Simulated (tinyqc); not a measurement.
Transfer curve: field-effect mobility of a thin-film transistor with band-tail and deep states (multiple trapping). Computed by tinyqc, a small Python program. Command: `OMP_NUM_THREADS=1 python tinyqc.py 3017548 3017549 out.jsonl tft walk`. One thread of a shared host (Intel(R) Xeon(R) Processor @ 2.30GHz), about 0.08 s of CPU time with the checks.

A thick film in accumulation at small drain voltage. Only free electrons move; trapped ones still screen the gate. N_c and mu_0 are held fixed when T changes, leaving out the T^(3/2) growth of N_c. x = E_0 - psi is the distance of the Fermi level below the band edge.

Inputs (values chosen for the exercise, modelled on amorphous silicon):
```
quantity                                     value         unit
permittivity eps                              11.8            -
effective density of states N_c            2.1e+20       1/cm^3
band mobility mu_0                             9.9   cm^2/(V s)
tail density at the edge g_t                 9e+21  1/(eV cm^3)
tail width E_t                                  49          meV
flat-band Fermi level below the edge, E_0     0.36           eV
equivalent oxide thickness t                    50           nm
temperature T                                  250            K
```

Deep states: none.

Constants: k_B = 8.617333262e-05 eV/K; e = 1.602176634e-19 C; eps_0 = 8.8541878128e-12 F/m.

Method:
- F_j(eta) = int_0^infinity x^j/(1 + exp(x - eta)) dx, without a gamma-function factor.
- Integrals over x = E/(k_B T) use 160 Gauss-Legendre points in u = sqrt(x) from 0 to sqrt(max(eta, 0) + 32).
- Free n(x) = N_c (2/sqrt(pi)) F_1/2(-x/k_B T), with F_1/2 from its two-term series in exp(-x/k_B T) for x >= 12 k_B T; tail n_t(x) = int_0^1.2eV g_t exp(-E/E_t)/(1 + exp((x - E)/k_B T)) dE, E counted down from the edge, 120 Gauss-Legendre points; space charge rho(psi) = n + n_t less its value at psi = 0.
- Poisson: F(psi) = sqrt((2 e/(eps eps_0)) int_0^psi rho dpsi'); V_G - V_FB = psi_s + eps F(psi_s) t/3.9; free sheet density N_f = int (n - n(E_0))/F dpsi; induced sheet density N_i = eps eps_0 F(psi_s)/e; trapezoid rule on 301 even points in psi, the first interval left out of N_f.
- mu_eff = mu_0 N_f/N_i; field-effect mobility mu_FE = mu_0 e (dN_f/dV_G)/C_ox and swing S = dV_G/dlog10(N_f), by a central difference of +/- 2 mV in psi_s; C_ox = 3.9 eps_0/t.

Against the band bending:
```
psi_s (V)  V_G - V_FB (V)  N_f (1/cm^2)  mu_eff (cm^2/(V s))  mu_FE (cm^2/(V s))  S (mV/decade)
0.13                3.937    5.9018e+08           3.5604e-03          8.9043e-03           3508
0.18                7.085    3.1504e+09           1.0478e-02          3.1532e-02           5288
0.22               10.928    1.2680e+10           2.7196e-02          8.8643e-02           7571
0.26               16.585    5.2408e+10           7.3729e-02          2.5197e-01          11009
0.29               22.512    1.5312e+11           1.5826e-01          5.5444e-01          14617
0.32               30.343    4.4512e+11           3.4050e-01          1.2118e+00          19439
0.34               36.825    8.9199e+11           5.6149e-01          1.9896e+00          23724
0.37               48.693    2.3611e+12           1.1222e+00          3.7242e+00          33536
0.40               63.423    5.3855e+12           1.9626e+00          5.5946e+00          50906
```

What does the comparison show, and why?

The steepest swing among the rows is 3508 mV/decade. mu_eff climbs from 0.0036 to 2.0, 20 % of mu_0 in the last row. Between rows 6 and 7 N_f scales as (V_G - V_FB - psi_s)^3.57; an exponential tail holding all the charge would give the larger of 1 and 2 E_t/k_B T - 1, here 3.55, and free charge alone 1. The last row needs an oxide field above 5 MV/cm, near or beyond breakdown.
